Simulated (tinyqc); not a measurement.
# Trap density from one capacitance

Question. Traps spread evenly through the insulator exchange electrons with the semiconductor by tunnelling, with tau(x) = t0 exp(2 ka x) at depth x from the interface. The admittance per area Y seen at depth x obeys dY/dx = -Y^2/(i w eps0 eox) + q Nb ln(1 + i w tau)/tau, with Y(0) = i w Cs and w = 2 pi f; the gate sees Y(tox) = G + i w C. Working variable y = Y/(i w), in uF/cm^2. Cox = eps0 eox/tox. Find Nb and G/w.

Parameters, values chosen for the exercise: relative permittivity of the insulator eox = 8.56; insulator thickness tox = 3.8 nm; semiconductor capacitance in accumulation Cs = 2 uF/cm^2; decay constant of the wave function in the insulator ka = 4.5 1/nm; time constant of a trap at the interface t0 = 7e-11 s; frequency f = 10000 Hz.

Constants: q = 1.602176634e-19 C, eps0 = 8.8541878128e-14 F/cm where lengths are in cm. Results are converted to the units shown.

C = 1.1762471 uF/cm^2

Answer. C rises steadily with Nb, so one density matches; in practice ka and t0 must come from the frequency dependence.

Nb = 2.30e19 cm^-3 eV^-1
G/w = 0.0265 uF/cm^2

Computed by the program tinyqc: `OMP_NUM_THREADS=1 python tinyqc.py 2202207 2202208 out.jsonl`, one thread of a shared Intel Xeon 2.30GHz, about 0.4 s for the whole run.
